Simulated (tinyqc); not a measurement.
Sp3 tight binding, zinc-blende lattice, step by step. One step of it, computed by the program tinyqc.

Problem. Bloch Hamiltonian at k. Slater-Koster rules over the four bonds with direction cosines (l, m, n): ss V_ss; s-px l V_sp; px-s -l V_sp; px-px l^2 V_pps + (1 - l^2) V_ppp; px-py l m (V_pps - V_ppp); each times exp(i k.d).

Parameters chosen for this model: zinc-blende lattice, anion at 0, cation at a/4 (1,1,1); V = eta hbar^2 / (m d^2), hbar^2/m = 7.619964 eV angstrom^2:
```
parameter          value      unit
a               4.570000  angstrom
d               1.978868  angstrom
Es anion      -16.900000        eV
Ep anion       -8.920000        eV
Es cation     -10.480000        eV
Ep cation      -5.580000        eV
eta ss         -1.400000
eta sp          1.840000
eta pp sigma    3.240000
eta pp pi      -0.810000
V ss           -2.724252        eV
V sp            3.580446        eV
V pp sigma      6.304698        eV
V pp pi        -1.576174        eV
```

k point k (2 pi / a): -0.710000  0.360000  -0.130000

Give: H(k) at k.

Solution.

H(k) at k (eV), lower triangle (Hermitian):
```
                a s           a px          a py           a pz
a s         -16.900
a px          0.000         -8.920
a py          0.000          0.000        -8.920
a pz          0.000          0.000         0.000         -8.920
c s   -3.964-1.063i  -0.395-6.139i  1.271+1.909i  -3.896-0.623i
c px   0.395+6.139i   1.529+0.410i  4.951+0.792i  -1.616-2.426i
c py  -1.271-1.909i   4.951+0.792i  1.529+0.410i   0.502+7.802i
c pz   3.896+0.623i  -1.616-2.426i  0.502+7.802i   1.529+0.410i

          c s    c px    c py    c pz
c s   -10.480
c px    0.000  -5.580
c py    0.000   0.000  -5.580
c pz    0.000   0.000   0.000  -5.580
```
